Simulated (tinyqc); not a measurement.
What each parameter does: valley splitting of a silicon quantum well in envelope theory.

The well lies at 0 < z < L; U(z) = V0 [1/(1 + exp(z/w)) + 1/(1 + exp((L - z)/w))] - e F z, 1 mV/nm = 1e-4 eV/angstrom. The envelope psi solves -(c/ml) psi'' + U psi = E psi, c = hbar^2/2m0, by three-point differences on a grid of 0.1 angstrom from -40 to L + 40 angstrom. The two valleys at +/- k0 couple through D = C0 times the integral of exp(-i q z) U(z) psi^2, q = 2 k0 (2 pi/a), and split by Ev = 2|D|.

Random alloy: with Y(z) = Yw + (Yb - Yw) B(z), B the bracket in U, and in-plane density exp(-r^2/ad^2)/(pi ad^2), D gains a random complex part of variance sigma^2 = (C0^2/pi)(a^2 V0/(8 ad (Yb - Yw)))^2 (4/a) times the integral of psi^4 Y (1 - Y). Alone it gives a mean splitting sqrt(pi) sigma; together with the smooth part the rms splitting is 2 sqrt(|D|^2 + sigma^2).

Constants: hbar^2/2m0 = 3.80998211 eV angstrom^2.

Inputs chosen for the exercise (near those of a strained Si well in SiGe; shifted at random, so the results belong to these values and not to a real crystal): L = 76 angstrom (well width); V0 = 0.15 eV (conduction offset); ml = 0.922 m0 (mass along z); w = 0.8 angstrom (interface width parameter); F = 12.6 mV/nm (field pressing towards the upper interface); k0 = 0.852 2 pi/a (valley position); a = 5.431 angstrom (lattice constant); C0 = 0.239 (Bloch overlap factor); Yb = 0.23 (Ge share of the barrier); Yw = 0 (Ge share of the well); ad = 110 angstrom (dot radius).

Orbital spacing, psi^2 at z = L, the smooth splitting and sigma; V0 is held fixed when Yw changes.

Results for these values:

| case | E2 - E1 (meV) | psi^2(L) (1e-3/angstrom) | 2\|D\| (micro-eV) | sigma (micro-eV) |
|---|---|---|---|---|
| base | 32.50 | 7.953 | 22.19 | 13.6 |

What happens to each result for L = 82 angstrom, all else kept?

Answer: E2 - E1 falls from 32.50 to 32.36; psi^2(L) falls from 7.953 to 7.951; 2|D| rises from 22.19 to 22.20; sigma does not change at the printed digits.

The same for each parameter in turn:

| case | E2 - E1 (meV) | psi^2(L) (1e-3/angstrom) | 2\|D\| (micro-eV) | sigma (micro-eV) |
|---|---|---|---|---|
| base | 32.50 | 7.953 | 22.19 | 13.6 |
| ad = 150 angstrom | 32.50 | 7.953 | 22.19 | 10.0 |
| Yw = 0.03 | 32.50 | 7.953 | 22.19 | 83.5 |
| L = 82 angstrom | 32.36 | 7.951 | 22.20 | 13.6 |
| V0 = 0.188 eV | 32.71 | 6.220 | 22.20 | 13.2 |
| w = 1.04 angstrom | 32.46 | 7.716 | 6.68 | 14.8 |
| F = 18.9 mV/nm | 41.77 | 12.047 | 33.72 | 20.8 |
| k0 = 0.832 2 pi/a | 32.50 | 7.953 | 24.92 | 13.6 |
| C0 = 0.287 | 32.50 | 7.953 | 26.65 | 16.4 |

Run: tinyqc, `OMP_NUM_THREADS=1 python tinyqc.py 1251286 1251287 out.jsonl`; Intel(R) Xeon(R) Processor @ 2.30GHz, one thread, shared host; about 0.07 s of CPU time with all checks.
